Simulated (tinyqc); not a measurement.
Metal-induced gap states at the contact of a metal chain and a two-band chain: one step. Green functions.

The semiconductor alternates sites A at -Eg/2 and C at +Eg/2 with hopping -t; the gap runs from -Eg/2 to Eg/2. In the gap cosh(q a) = 1 + (Eg^2/4 - E^2)/(2 t^2) and the amplitude changes by -exp(-q a) a period. The metal has site energy 0 and hopping -tm; its end site has g_m = (E - i sqrt(4 tm^2 - E^2))/(2 tm^2). Sites 1, 2, ... count into the semiconductor, with energies e1, e2 alternating. The clean half chain has g1 = 1/(E - e1 - t^2 g2), g2 = 1/(E - e2 - t^2 g1), decaying root. With the contact G11 = 1/(1/g1 - tc^2 g_m), and the density on site j is -Im G_jj/pi = |psi_j/psi_1|^2 (-Im G11/pi), per spin, with psi_2/psi_1 = -t g2, psi_3/psi_2 = -t g1.

Parameters, chosen for this exercise (gap and optical dielectric constant near those of GaN; the chain itself is a model; the results hold for these values, not for the real material):
- Eg = 3.46 eV (gap)
- t = 2.18 eV (hopping in the semiconductor)
- tm = 3.33 eV (hopping in the metal)
- tc = 0.91 eV (hopping across the contact)
- end = C (site that touches the metal)
- E = -1.14 eV (energy from mid-gap)

l = 0.5552216

Question. The decaying root is g1 = (1 - l)/(E - e1), g2 = (1 - l)/(E - e2), l = exp(-q a). Form them, g_m and G11.

Give: g1, g2; g_m; G11.

Answer.

g1, g2 (1/eV): [-0.15498, 0.75386]

g_m = -0.05140-0.29587i 1/eV
G11 = -0.15578-0.00595i 1/eV

(tinyqc, `OMP_NUM_THREADS=1 python tinyqc.py 1450040 1450041 out.jsonl`, Intel(R) Xeon(R) Processor @ 2.30GHz, 1 thread, shared host, about 0.01 s.)
